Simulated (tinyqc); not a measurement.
Changing the temperature of use T: self-consistent Fermi level with native defects, at growth and after a quench. Computed by tinyqc, a small Python program. Command: `OMP_NUM_THREADS=1 python tinyqc.py 3012154 3012155 out.jsonl scfermi sweep`. One thread of a shared host (Intel(R) Xeon(R) Processor @ 2.30GHz), about 0.08 s of CPU time with the checks.

Energies are counted from the top of the valence band (VBM); when the gap shrinks with temperature the conduction band moves and the levels stay. The added dopant is taken as fully ionised. D and A draw on one reservoir with opposite signs, as the two vacancies of a compound do.

Inputs (values chosen for the exercise, with bands modelled on ZnSe):
```
quantity,value,unit
gap E_g at 300 K,2.7,eV
slope -dE_g/dT above 300 K,0.00052,eV/K
electron mass m_e,0.153,m_0
valleys M_c,1,-
hole mass m_h,0.727,m_0
E_f of the neutral native donor D,1.901,eV
E_f of the neutral native acceptor A,2.667,eV
shift s of the chemical potential,0.27,eV
site density N_s,3.1e+22,cm^-3
dopant density N_X,9.5e+17,cm^-3
growth temperature T_g,1280,K
```

Added shallow dopant: donor.

levels of D above the VBM, most positive state first (eV): [2.14]

levels of A above the VBM, (0/-1) first (eV): [0.599, 1.16]

Constants: m_0 = 9.1093837015e-31 kg; k_B = 1.380649e-23 J/K; h = 6.62607015e-34 J s; k_B = 8.617333262e-05 eV/K.

Method:
- E_f(D, 0) = input + s and E_f(A, 0) = input - s; E_f(q, E_F = 0) follows from the levels, eps(q/q-1) = E_f(q - 1) - E_f(q) at E_F = 0.
- E_g(T) = E_g - slope x max(0, T - 300 K).
- N_c = 2 M_c (2 pi m_e k_B T/h^2)^(3/2) and N_v = 2 (2 pi m_h k_B T/h^2)^(3/2), masses in units of m_0.
- At growth T = T_g.
- n = N_c F_1/2((E_F - E_g)/k_B T), p = N_v F_1/2(-E_F/k_B T).
- F_1/2(eta) = (2/sqrt(pi)) int_0^infinity sqrt(x)/(1 + exp(x - eta)) dx, by the trapezoid rule in t = sqrt(x) with step 0.02 up to t = 12 (for eta < -12 by exp(eta) - exp(2 eta)/2^(3/2)).
- In equilibrium c_q = N_s exp(-(E_f(q, 0) + q E_F)/k_B T).
- Net charge = p - n + sum q c_q + N_X; the log ratio is ln(positive charge/negative charge).
- E_F is the root of the log ratio, by 50 bisections between -0.5 eV and E_g + 0.5 eV.
- After a quench the totals of D and A stay as grown, and each is shared among its charge states with weights exp(-(E_f(q, 0) + q E_F)/k_B T).

One run for each value:
```
temperature of use T (K),E_F after the quench (eV),n after the quench (cm^-3),p after the quench (cm^-3),total D (cm^-3),total A (cm^-3)
150,1.209,4.316e-33,1.301e-22,3.960e+16,5.003e+17
210,1.229,4.342e-18,2.944e-11,3.960e+16,5.003e+17
280,1.252,1.161e-08,4.131e-04,3.960e+16,5.003e+17
340,1.271,2.460e-03,2.674e+00,3.960e+16,5.003e+17
410,1.294,6.384e+01,3.053e+03,3.960e+16,5.003e+17
470,1.314,3.593e+04,2.477e+05,3.960e+16,5.003e+17
540,1.337,1.008e+07,1.250e+07,3.960e+16,5.003e+17
600,1.357,4.517e+08,1.770e+08,3.960e+16,5.003e+17
```

What does the table show, and why?

Over the rows, E_F after the quench (eV) rises from 1.21 to 1.36 (exponent d ln y / d ln x 0.048 between the first rows and 0.14 between the last). The frozen totals stay; only their charge states and the carriers answer to T. Densities far below 1 cm^-3 are nominal.

Caution (rows 150, 210): in a wide-gap host the dopant, above all an acceptor, may be only partly ionised at the temperature of use; the carrier density is then overstated.
